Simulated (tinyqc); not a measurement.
Energy conservation against the time step: molecular dynamics of a small cluster by velocity Verlet steps. Computed by tinyqc, a small Python program. Command: `OMP_NUM_THREADS=1 python tinyqc.py 3010239 3010240 out.jsonl verlet walk`. One thread of a shared host (Intel(R) Xeon(R) Processor @ 2.30GHz), about 0.1 s of CPU time with the checks.

E = sum_i {sum_j A exp(-p (r_ij/r0 - 1)) - xi sqrt(rho_i)}, rho_i = sum_j exp(-2 q (r_ij/r0 - 1)); the force on i is -sum_j w_ij (R_i - R_j)/r_ij with w_ij = -(2p/r0) A exp(-p (r_ij/r0 - 1)) + (xi q/r0) exp(-2 q (r_ij/r0 - 1)) (rho_i^(-1/2) + rho_j^(-1/2)).

Inputs (values chosen for the exercise, for model atoms):

| quantity | value | unit |
|---|---|---|
| length r0 | 3.01 | angstrom |
| repulsion A | 0.13 | eV |
| hopping xi | 1.62 | eV |
| decay p | 11.9 | - |
| decay q | 3.31 | - |
| atomic mass M | 71.4 | u |
| time step dt | 3.7 | fs |
| steps | 200 | - |

Potential: Gupta.

starting positions (angstrom):
```
            x     y      z
atom 1  -0.04  0.01   0.11
atom 2   2.79  0.05   0.02
atom 3   1.38  2.44  -0.06
atom 4   1.41  0.81   2.26
atom 5   1.41  0.84  -2.31
```

starting velocities (angstrom/fs):
```
               x         y         z
atom 1  -0.00149   0.00064   0.00087
atom 2   0.00054  -0.00031  -0.00233
atom 3   0.00105   -0.0019  -0.00154
atom 4   0.00038   0.00046   0.00371
atom 5  -0.00048    0.0011  -0.00071
```

Constants: 1 eV/(angstrom u) = 9.648533212e-03 angstrom/fs^2; k_B = 8.617333262e-05 eV/K.

Method:
- Relax the cluster, diagonalise the Hessian (central differences): omega_max = sqrt(c lambda_max/M). Verlet steps are stable for omega_max dt < 2.
- Velocity Verlet: a = c F/M with c = 9.648533212e-3 angstrom/fs^2 per eV/(angstrom u); R(new) = R + v dt + a dt^2/2; v(new) = v + (a + a(new)) dt/2. Kinetic energy K = M v^2/(2c); temperature T = 2K/((3N - 3) k_B), rotation of the cluster included.
- Runs without thermostat over the same span of time, steps x dt; spread = largest minus smallest value. For contrast, the energy gained over the first 30 dt (dt of the inputs) by explicit Euler steps: R(new) = R + v dt, v(new) = v + a dt.

omega_max dt = 0.226270

Energy error (eV):

| dt (fs) | omega_max dt | Verlet, spread of U + K | Euler, gain in U + K |
|---|---|---|---|
| 0.4625 | 0.02828 | 1.3122e-05 | 0.01345 |
| 0.9250 | 0.05657 | 5.2491e-05 | 0.02812 |
| 1.8500 | 0.11313 | 2.0974e-04 | 0.06162 |
| 3.7000 | 0.22627 | 8.3380e-04 | 0.14926 |
| 7.4000 | 0.45254 | 3.1574e-03 | 0.44086 |
| 11.1000 | 0.67881 | 7.4029e-03 | 0.90562 |

The Verlet error grows as dt^2.00 between the first rows, the second order of the method. Euler steps gain energy steadily: over that short span the gain in the first row is already 1000 times the Verlet spread of the whole run, and it grows as dt^1.06, tending to the first order of that method as dt shrinks.

Extremes, crossings and ranges named in words are read from the listed rows.
